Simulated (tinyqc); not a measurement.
## Ideality, saturation current and resistance from three points

Inverse problem. Well above the saturation current a diode obeys V = n Vt ln(I/I0) + I Rs. Find n, Rs and I0.

Inputs (values chosen for the exercise):
- T = 273 K (temperature)

Constants: q = 1.602176634e-19 C, kB = 1.380649e-23 J/K, Vt = kB T/q. Results are converted to the units shown.

currents (A): [2e-6, 0.0002, 0.01]
voltages (V): [0.35760672, 0.48870631, 0.60058394]

Answer. V is linear in the three unknowns n Vt, Rs and -n Vt ln I0, so three points give a linear system.

n = 1.210
Rs = 0.05300 ohm
I0 = 7.000e-12 A

Computed by the program tinyqc: `OMP_NUM_THREADS=1 python tinyqc.py 2260006 2260007 out.jsonl`, one thread of a shared Intel Xeon 2.30GHz, about 0.01 s for the whole run.
